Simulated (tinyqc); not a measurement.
From results back to parameters: nanosheet or nanowire with hard walls, valleys of the Si type. Four cases, with inputs chosen for the exercise.

Problem. In a hard-walled rectangle E(n, l) = c pi^2 (n^2/(m_y W^2) + l^2/(m_z H^2)), c = hbar^2/2m0. Two levels were computed from hidden W and H.

Constants: hbar^2/2m0 = 3.80998211 eV angstrom^2.

Case 1.

Values chosen (out of a larger set: near those of Si; not measured data): m_y = 0.19 m0 (mass across the width); m_z = 0.921 m0 (mass along the height).

E(1, 1) = 0.026324 eV
E(2, 1) = 0.075393 eV

Case 2.

Values chosen (out of a larger set: near those of Si; not measured data): m_y = 0.187 m0 (mass across the width); m_z = 0.907 m0 (mass along the height).

E(1, 1) = 0.046240 eV
E(2, 1) = 0.120716 eV

Case 3.

Values chosen (out of a larger set: near those of Si; not measured data): m_y = 0.191 m0 (mass across the width); m_z = 0.933 m0 (mass along the height).

E(1, 1) = 0.048536 eV
E(2, 1) = 0.089552 eV

Case 4.

Values chosen (out of a larger set: near those of Si; not measured data): m_y = 0.188 m0 (mass across the width); m_z = 0.927 m0 (mass along the height).

E(1, 1) = 0.024436 eV
E(2, 1) = 0.069809 eV

Find: width term; height term; W; H.

Solution. The difference of the two levels is three times the width term; the rest of E(1, 1) is the height term.

Case 1.

width term = 16.36 meV
height term = 9.97 meV
W = 110.0 angstrom
H = 64.0 angstrom

Case 2.

width term = 24.83 meV
height term = 21.41 meV
W = 90.0 angstrom
H = 44.0 angstrom

Case 3.

width term = 13.67 meV
height term = 34.86 meV
W = 120.0 angstrom
H = 34.0 angstrom

Case 4.

width term = 15.12 meV
height term = 9.31 meV
W = 115.0 angstrom
H = 66.0 angstrom

Computed by tinyqc, one run a case: `OMP_NUM_THREADS=1 python tinyqc.py N N+1 out.jsonl` with N = 1281412, 1281463, 1281471, 1281493; one thread of a shared Intel(R) Xeon(R) Processor @ 2.30GHz, about 0.05 s a run at most.
